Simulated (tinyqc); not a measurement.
Sweep of the shear strain: two-band k.p model of the Delta valleys near the X point under shear strain.

Valley pair on the [001] axis, kz counted from the X point, c = hbar^2/2m0, k0 = kx0 2 pi/a. H = (c kz^2/ml + c (kx^2 + ky^2)/mt + c k0^2/ml) 1 + (2 c k0 kz/ml) sigma_z + (D exy - 2 c kx ky/Mp) sigma_x, so E = c kz^2/ml + c (kx^2 + ky^2)/mt + c k0^2/ml -/+ sqrt((2 c k0 kz/ml)^2 + (D exy - 2 c kx ky/Mp)^2). Without strain the lower band has its minima, E = 0, at kz = +/- k0. Shifts from diagonal strain are left out.

For |eta| < 1: k_min = k0 sqrt(1 - eta^2), E_min = -Delta eta^2/2, ml(eta) = ml/(1 - eta^2), 1/m[110] = 1/mt + eta/Mp, 1/m[1-10] = 1/mt - eta/Mp. For |eta| > 1 the minimum sits at X: E_min = -Delta (2 |eta| - 1)/2, ml(eta) = ml/(1 - 1/|eta|), and eta is replaced by its sign in the transverse masses. Here Delta = 2 c k0^2/ml and eta = D exy/Delta.

Constants: hbar^2/2m0 = 3.80998211 eV angstrom^2.

Parameters, chosen for this exercise (near those of Si; not measured data):
```
symbol  value  unit      meaning
a       5.442  angstrom  lattice constant
ml      0.908  m0        longitudinal mass
mt      0.197  m0        transverse mass
kx0     0.153  2 pi/a    distance of the minimum from X
D       14     eV        shear deformation potential
Mp      0.231  m0        coupling mass
```

Delta = 2 c k0^2/ml, eta = D exy/Delta.

The minimum:
```
exy       eta  k_min/k0  E_min (meV)  ml(eta)  m[110]  m[1-10]  density-of-states mass
0.0000  0.000     1.000          0.0    0.908  0.1970   0.1970                   0.328
0.0019  0.102     0.995         -1.4    0.917  0.1813   0.2157                   0.330
0.0047  0.251     0.968         -8.3    0.969  0.1622   0.2507                   0.340
0.0094  0.503     0.865        -33.1    1.215  0.1379   0.3447                   0.387
0.0140  0.748     0.663        -73.3    2.064  0.1202   0.5446                   0.513
0.0168  0.898     0.440       -105.6    4.696  0.1116   0.8417                   0.761
0.0224  1.198     0.000       -182.7    5.505  0.1063   1.3384                   0.922
0.0299  1.598     0.000       -287.7    2.425  0.1063   1.3384                   0.701
```

What can be read from this table?

The valleys reach X at eta = 1, that is exy = 0.0187. The shift is quadratic up to eta = 1 (-8.3 meV at eta = 0.25, -33.1 meV at 0.50) and linear beyond, while 1/m[110] rises linearly, taking m[110] from 0.197 to its floor 0.1063, a gain of 85 % in 1/m. ml(eta) diverges at eta = 1; the largest value listed is 5.50. A deformation-potential model with fixed masses misses all of this.

Computed by tinyqc, a small Python program: `OMP_NUM_THREADS=1 python tinyqc.py 1051522 1051523 out.jsonl` (the numbers bound the seed that draws the inputs); one thread of a shared host (Intel(R) Xeon(R) Processor @ 2.30GHz), about 0.01 s for the whole set of steps.
